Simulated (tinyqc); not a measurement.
# Resistance of a source-drain extension with a graded tip: two studies

y runs along the channel, the gate covers y > 0. The doping is N0 for y < y0 and N0 10^(-(y - y0)/la) beyond, uniform over the depth xj. Sheet conductance s(y) = q mu(N) max(N - Nch, 0) xj + (for y > 0) ma Cox Vo, with mu(N) = u0 + (u1 - u0)/(1 + (N/Nr)^au) and Cox = eps0 eox/tox. Current is taken as one-dimensional; depletion of the tip, spreading and the contact are left out. The metallurgical junction lies at yj, where N = Nch.

Parameters, values chosen for the exercise; mobility law close to that of holes in silicon:
- eox = 24.7 (relative permittivity of the gate insulator (close to zirconium oxide))
- tox = 7.8 nm (insulator thickness)
- N0 = 1.3e20 cm^-3 (active doping of the extension far from the gate)
- la = 2.5 nm/decade (lateral abruptness)
- xj = 29 nm (depth of the extension)
- Nch = 9.5e17 cm^-3 (channel doping)
- Ls = 13 nm (spacer length)
- Vo = 0.41 V (gate overdrive)
- ma = 80 cm^2/(V s) (mobility of the gate-induced layer)
- u1 = 470.5 cm^2/(V s) (mobility at low doping)
- u0 = 44.9 cm^2/(V s) (mobility at high doping)
- Nr = 2.23e17 cm^-3 (reference doping)
- au = 0.719 (exponent)
- Lg = 90 nm (gate length)

Constants: q = 1.602176634e-19 C, eps0 = 8.8541878128e-14 F/cm where lengths are in cm. Results are converted to the units shown.

Each table varies one quantity; the others keep the values above.

## Abruptness at a fixed junction position

R_spacer = integral of dy/s from -Ls to 0, R_ov from 0 to yj, R_channel = (Lg - 2 yj)/(ma Cox Vo), R_total = 2 R_spacer + 2 R_ov + R_channel. Electrical length L_eff = ma Cox dR_total/d(1/Vo); R_series = R_total - L_eff/(ma Cox Vo). y0 is moved with la so that yj stays at 9.8405 nm.

The same in every row: yj (nm) = 9.841; R_channel (ohm um) = 764.6.

Abruptness at a fixed junction position:
```
la (nm/decade)	R_spacer (ohm um)	R_ov (ohm um)	R_total (ohm um)	L_eff (nm)	R_series (ohm um)
1	4.404	9.607	792.6	71.01	20.50
2.2	4.404	17.25	807.9	71.82	27.00
3.4	4.404	24.90	823.2	72.63	33.50
4.6	4.404	32.55	838.5	73.44	40.00
5.8	4.976	39.68	853.9	74.24	46.69
7.1	7.027	46.17	871.0	75.07	54.73
8.3	10.24	51.16	887.4	75.79	63.29
9.5	14.63	55.37	904.6	76.46	73.20
```

Read the table: what changes, and by how much?

As la goes from 1 to 9.5 nm/decade, R_total rises from 793 to 905 ohm um, R_spacer rises from 4.40 to 14.6 ohm um and R_ov rises from 9.61 to 55.4 ohm um. R_total changes on average by 13.2 ohm um for each nm/decade. L_eff exceeds the metallurgical length by 0.692 nm in the first row and 6.14 nm in the last, since the gate also controls the lightly doped tips.

## Effect of the position under the gate where the fall begins

Same model as above.

Result of one run:
```
y0 (nm)	yj (nm)	R_spacer (ohm um)	R_ov (ohm um)	R_channel (ohm um)	R_total (ohm um)	L_eff (nm)	R_series (ohm um)
-2	3.341	5.499	16.07	906.0	949.1	84.99	25.00
```

What becomes of these results when the position under the gate where the fall begins (gate edge at 0) y0 is changed from -2 to 4 nm, all else the same?

Result of the changed run:
```
y0 (nm)	yj (nm)	R_spacer (ohm um)	R_ov (ohm um)	R_channel (ohm um)	R_total (ohm um)	L_eff (nm)	R_series (ohm um)
4	9.341	4.404	19.00	775.5	822.3	73.02	28.30
```

The whole series:
```
y0 (nm)	yj (nm)	R_spacer (ohm um)	R_ov (ohm um)	R_channel (ohm um)	R_total (ohm um)	L_eff (nm)	R_series (ohm um)
-4	1.341	13.79	9.997	949.5	997.0	88.64	33.19
-2	3.341	5.499	16.07	906.0	949.1	84.99	25.00
0	5.341	4.404	17.69	862.5	906.7	81.01	25.76
2	7.341	4.404	18.35	819.0	864.5	77.02	27.03
4	9.341	4.404	19.00	775.5	822.3	73.02	28.30
6	11.34	4.404	19.66	732.0	780.1	69.02	29.58
8	13.34	4.404	20.32	688.5	737.9	65.03	30.85
```

As y0 goes from -4 to 8, R_total falls from 997 to 738 ohm um, L_eff falls from 88.6 to 65.0 nm and R_series goes from 33.2 through a minimum of 25.0 (at y0 = -2 among the rows listed) to 30.9 ohm um. More overlap also shortens the channel and adds capacitance, effects on threshold and speed that are left out.

Program tinyqc, `OMP_NUM_THREADS=1 python tinyqc.py 2282177 2282178 out.jsonl`; Intel Xeon 2.30GHz, shared host, one thread, about 0.03 s.
